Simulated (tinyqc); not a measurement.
Choosing the offset: vacuum evaporation: vapour pressure, source flux, thickness distribution, purity and step coverage. Computed by tinyqc, a small Python program. Command: `OMP_NUM_THREADS=1 python tinyqc.py 3111921 3111922 out.jsonl evap walk`. One thread of a shared host (Intel(R) Xeon(R) Processor @ 2.30GHz), about 0.01 s of CPU time with the checks.

Molecular flow, unit sticking of the metal, no re-evaporation. The background gas is taken as water vapour (18.015 g/mol, collision diameter 0.37 nm) at 300 K.

Inputs (values chosen for the exercise, modelled on copper, with constants for the liquid): directionality n = 3; source-to-wafer distance h = 59 cm; wafer radius R = 7.5 cm.

Method. Rotating wafer, source offset by s and facing upwards: thickness at radius r is the mean over the angle a of (1 + (r^2 + s^2 - 2 r s cos a)/h^2)^(-(n + 3)/2), by 360 equal steps; non-uniformity (max - min)/(max + min) over 21 radii from 0 to R. The curvature at the centre vanishes at s/h = sqrt(2/(n + 3)).

Against the offset:
```
s/h,centre thickness,edge over centre,non-uniformity (%)
0.0,1.0000,0.9530,2.4040
0.2,0.8890,0.9615,1.9645
0.4,0.6407,0.9812,0.9505
0.5,0.5120,0.9919,0.4090
0.6,0.3975,1.0016,0.0799
0.7,0.3023,1.0098,0.4873
0.8,0.2267,1.0162,0.8045
0.9,0.1686,1.0209,1.0357
1.1,0.0926,1.0261,1.2886
```

The best row, s/h = 0.6, has 0.080 % against 2.4 % on the axis, at the price of a rate lower by a factor 2.52; the small-wafer optimum is sqrt(2/(n + 3)) = 0.58.

Extremes, crossings and ranges named in words are read from the listed rows.
